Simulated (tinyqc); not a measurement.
Valence-band anticrossing with a localised impurity level: one step. Dispersion. Four cases, with inputs chosen for the exercise.

Question. Seven points from k = 0 to 0.3 1/angstrom.

Host valence band EM(k) = al x - c k^2/mM, c = hbar^2/2m0, coupled to a flat level EI by V = C sqrt(x): H = [[EM, V], [V, EI]], E+/- = (EM + EI)/2 +/- sqrt((EM - EI)^2/4 + V^2). The host weight of a state at E is f = 1/(1 + V^2/(E - EI)^2), and its mass at k = 0 is mM/f. The gap is Eg - E+(0), the conduction edge staying at Eg.

Constants: hbar^2/2m0 = 3.80998211 eV angstrom^2.

Case 1.

Values chosen (host near GaAs; the results hold for these values, not for the real material): Eg = 1.5 eV (gap at Gamma to the s-like level); mM = 0.43 m0 (mass of the host band); EI = -0.423 eV (impurity level, from the valence top of the host); C = 1.46 eV (coupling); al = 0.19 eV (linear shift of the host edge); x = 0.0035 (impurity fraction).

Case 2.

Values chosen (host near InP; the results hold for these values, not for the real material): Eg = 1.422 eV (gap at Gamma to the s-like level); mM = 0.47 m0 (mass of the host band); EI = -0.318 eV (impurity level, from the valence top of the host); C = 1.36 eV (coupling); al = 0.44 eV (linear shift of the host edge); x = 0.029 (impurity fraction).

Case 3.

Values chosen (host near InP; the results hold for these values, not for the real material): Eg = 1.448 eV (gap at Gamma to the s-like level); mM = 0.51 m0 (mass of the host band); EI = -0.106 eV (impurity level, from the valence top of the host); C = 1.1 eV (coupling); al = 0.35 eV (linear shift of the host edge); x = 0.0022 (impurity fraction).

Case 4.

Values chosen (host near GaAs; the results hold for these values, not for the real material): Eg = 1.536 eV (gap at Gamma to the s-like level); mM = 0.39 m0 (mass of the host band); EI = -0.245 eV (impurity level, from the valence top of the host); C = 1.12 eV (coupling); al = 0.39 eV (linear shift of the host edge); x = 0.013 (impurity fraction).

Give: a table of k (1/angstrom), EM, E-, E+, host weight of E+.

Answer.

Case 1.

Levels (eV):
```
k (1/angstrom)       EM       E-       E+  host weight of E+
0.000            0.0007  -0.4399   0.0176              0.963
0.050           -0.0215  -0.4408  -0.0037              0.959
0.100           -0.0879  -0.4440  -0.0670              0.944
0.150           -0.1987  -0.4524  -0.1693              0.896
0.200           -0.3538  -0.4814  -0.2953              0.686
0.250           -0.5531  -0.5962  -0.3799              0.199
0.300           -0.7968  -0.8158  -0.4040              0.046
```

E+ flattens towards EI = -0.423 eV, which it cannot cross: its width is bounded by 0.441 eV, of which 96 % is used up at the last point. The unmixed host band crosses EI at k = 0.2187 1/angstrom, where the splitting is smallest, 2V = 0.173 eV.

Case 2.

Levels (eV):
```
k (1/angstrom)       EM       E-       E+  host weight of E+
0.000            0.0128  -0.4372   0.1320              0.791
0.050           -0.0075  -0.4416   0.1161              0.778
0.100           -0.0683  -0.4563   0.0700              0.737
0.150           -0.1696  -0.4870  -0.0006              0.653
0.200           -0.3115  -0.5464  -0.0831              0.507
0.250           -0.4939  -0.6537  -0.1582              0.323
0.300           -0.7168  -0.8230  -0.2118              0.174
```

E+ flattens towards EI = -0.318 eV, which it cannot cross: its width is bounded by 0.450 eV, of which 76 % is used up at the last point. The unmixed host band crosses EI at k = 0.2020 1/angstrom, where the splitting is smallest, 2V = 0.463 eV.

Case 3.

Levels (eV):
```
k (1/angstrom)       EM       E-       E+  host weight of E+
0.000            0.0008  -0.1269   0.0216              0.860
0.050           -0.0179  -0.1298   0.0059              0.825
0.100           -0.0739  -0.1440  -0.0359              0.648
0.150           -0.1673  -0.1967  -0.0766              0.245
0.200           -0.2981  -0.3110  -0.0930              0.060
0.250           -0.4661  -0.4734  -0.0988              0.019
0.300           -0.6716  -0.6762  -0.1013              0.008
```

E+ flattens towards EI = -0.106 eV, which it cannot cross: its width is bounded by 0.128 eV, of which 96 % is used up at the last point. The unmixed host band crosses EI at k = 0.1195 1/angstrom, where the splitting is smallest, 2V = 0.103 eV.

Case 4.

Levels (eV):
```
k (1/angstrom)       EM       E-       E+  host weight of E+
0.000            0.0051  -0.2987   0.0588              0.850
0.050           -0.0194  -0.3026   0.0382              0.831
0.100           -0.0926  -0.3175  -0.0201              0.756
0.150           -0.2147  -0.3585  -0.1013              0.559
0.200           -0.3857  -0.4611  -0.1696              0.259
0.250           -0.6055  -0.6462  -0.2043              0.092
0.300           -0.8742  -0.8991  -0.2201              0.037
```

E+ flattens towards EI = -0.245 eV, which it cannot cross: its width is bounded by 0.304 eV, of which 92 % is used up at the last point. The unmixed host band crosses EI at k = 0.1600 1/angstrom, where the splitting is smallest, 2V = 0.255 eV.

Computed by tinyqc, one run a case: `OMP_NUM_THREADS=1 python tinyqc.py N N+1 out.jsonl` with N = 1080945, 1081071, 1081083, 1081453; one thread of a shared Intel(R) Xeon(R) Processor @ 2.30GHz, about 0.01 s a run at most.
